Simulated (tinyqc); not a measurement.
Inside a calculation. Method: tight binding, dimerised chain. Computed by tinyqc, a small Python program that keeps every step. Settings: t1 = 1.37, t2 = 1.6, delta = 0.29, points = 8, cells = 4. Command: `OMP_NUM_THREADS=1 python tinyqc.py 21718 21719 out.jsonl` (the two numbers bound the seeds that draw the settings). One thread of a shared host (Intel(R) Xeon(R) Processor @ 2.60GHz), about 0.01 s of CPU time with the checks.

## Bloch Hamiltonian at k

Parameters chosen for this model:
```
parameter,value,unit
t1,1.370000,"eV, inside the cell"
t2,1.600000,"eV, between cells"
delta,0.290000,"eV, +/- on the two sites"
```

k point k (2 pi / a): 0.190000

H_AA = +delta, H_BB = -delta, H_AB = -t1 - t2 exp(-i k a).

H(k) at k (eV):
```
,A,B
A,0.290000,-1.958999+1.487642i
B,-1.958999-1.487642i,-0.290000
```

## Levels at k

Diagonalise the Hermitian matrix.

eigenvalues (eV): -2.476865  2.476865

weights |c|^2 of the basis functions:
```
,band 1,band 2
A,0.441458,0.558542
B,0.558542,0.441458
```

## Bloch Hamiltonian at X

k point X (2 pi / a): 0.500000

As before.

H(k) at X (eV):
```
,A,B
A,0.290000,0.230000
B,0.230000,-0.290000
```

## Levels at X

As before.

eigenvalues (eV): -0.370135  0.370135

weights |c|^2 of the basis functions:
```
,band 1,band 2
A,0.108251,0.891749
B,0.891749,0.108251
```

## Bands along a path

The same steps at evenly spaced points between the labelled ones.

Bands along the path (eV):
```
k,band 1,band 2
G,-2.984125,2.984125
G-X 0.25,-2.760608,2.760608
G-X 0.50,-2.126264,2.126264
G-X 0.75,-1.192075,1.192075
X,-0.370135,0.370135
```

With 1 band(s) filled, the highest filled level on these points lies at X and the lowest empty one at X: a gap of 0.7403 eV, direct.

## Berry (Zak) phase of the lower band

On 8 points k_j = j/N: phase = -Im ln of the product of <u_j|u_(j+1)>, closed with u_N = u_0 (the cell-periodic part is taken without the site positions). Single arguments depend on the phases chosen for the u_j; only their sum modulo 2 pi does not.

Overlaps:
```
j,|<u_j|u_j+1>|,argument (rad)
0,0.977756,-0.190582
1,0.976355,-0.192096
2,0.968590,-0.201517
3,0.730142,-0.274654
4,0.730142,-0.274654
5,0.968590,-0.201517
6,0.976355,-0.192096
7,0.977756,-0.190582
```

phase / pi, folded into (-1, 1] = 0.546760

## Open chain of 4 cells

H of the open chain (eV), lower triangle:
```
,1,2,3,4,5,6,7,8
1,0.290000
2,-1.370000,-0.290000
3,0.000000,-1.600000,0.290000
4,0.000000,0.000000,-1.370000,-0.290000
5,0.000000,0.000000,0.000000,-1.600000,0.290000
6,0.000000,0.000000,0.000000,0.000000,-1.370000,-0.290000
7,0.000000,0.000000,0.000000,0.000000,0.000000,-1.600000,0.290000
8,0.000000,0.000000,0.000000,0.000000,0.000000,0.000000,-1.370000,-0.290000
```

The same hoppings without the wrap-around bond.

levels (eV): -2.803828  -2.284515  -1.487787  -0.479613  0.479613  1.487787  2.284515  2.803828

weights of the highest filled level on the sites: 0.098872  0.031202  0.061656  0.119566  0.029458  0.250251  0.007687  0.401308

The bulk gap runs from -0.3701 to 0.3701 eV; no level of this chain lies inside it.
